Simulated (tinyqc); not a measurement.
Leakage through a gate insulator: direct, Fowler-Nordheim, trap-assisted and Poole-Frenkel currents: one step, computed by the program tinyqc.

Electrons enter from the cathode Fermi level at x = 0; the conduction band of the insulator lies phi_b - e F x above it, F = V/t. WKB exponents use a parabolic band with mass m.

Task: One trap at several depths. For a level a distance phi(x) below the band, the WKB exponent is 2 int kappa dx with kappa = sqrt(m phi/(hbar^2/2m_0)); for a linear barrier from phi_1 down to phi_2 = max(phi_1 - e F d, 0) it is G = (4/3) sqrt(m/(hbar^2/2m_0)) (phi_1^(3/2) - phi_2^(3/2))/(e F). A trap at depth x lies phi_t below the band. Capture: tunnel at the cathode Fermi level from 0 to x (G_in from phi_1 = phi_b), rate nu_0 exp(-G_in - E_c/k_B T) with E_c = E_a + max(phi_b - phi_t - e F x, 0), the last term being the height of the trap above the cathode Fermi level. Emission: tunnel from the trap level to the anode (G_out from phi_1 = phi_t over t - x), rate nu_0 exp(-G_out - E_a/k_B T). Re-emission to the cathode follows from detailed balance, rate_back = rate_in exp(dE/k_B T) with dE = phi_b - phi_t - e F x. Each trap passes R = rate_in rate_out/(rate_in + rate_back + rate_out) electrons per second; filling from the anode is left out. Depths: t times 0.08, 0.2, 0.32, 0.44, 0.56, 0.68, 0.8 and 0.92, rounded to 0.01 nm.

Inputs (values chosen for the exercise, with an insulator like Si3N4):
```
quantity                        value  unit
thickness t                       2.3    nm
barrier phi_b                    2.15    eV
tunnelling mass m                0.43   m_0
voltage across the insulator V    1.5     V
trap depth phi_t                  1.3    eV
attempt rate nu_0               3e+12   1/s
activation of capture E_a         0.2    eV
temperature T                     450     K
```

Constants: k_B = 8.617333262e-05 eV/K; hbar^2/(2 m_0) = 3.80998212 eV angstrom^2.

Give: Rates.

Result:

Rates:
```
x (nm)   G_in  G_out  E_c (eV)  rate in (1/s)  rate back (1/s)  rate out (1/s)    R (1/s)
0.18     1.75  10.18    0.9326      1.874e+01        3.004e+09       6.546e+05  4.083e-03
0.46     4.37   9.96    0.7500      1.512e+02        2.185e+08       8.133e+05  5.610e-01
0.74     6.86   9.15    0.5674      1.385e+03        1.803e+07       1.837e+06  1.280e+02
1.01     9.14   8.05    0.3913      1.329e+04        1.845e+06       5.528e+06  9.945e+03
1.29    11.37   6.65    0.2087      1.592e+05        1.993e+05       2.228e+07  1.567e+05
1.56    13.37   5.10    0.2000      2.686e+04        3.585e+02       1.048e+08  2.686e+04
1.84    15.29   3.31    0.2000      3.942e+03        4.741e-01       6.292e+08  3.942e+03
2.12    17.04   1.35    0.2000      6.901e+02        7.481e-04       4.488e+09  6.901e+02
```

The most effective of these traps sits at 1.29 nm, 56 % of the way; where rate back exceeds rate out, re-emission drains the trap, and elsewhere the slower forward step limits R; here capture limits, and the best depth is where the trap level drops to the cathode Fermi level.
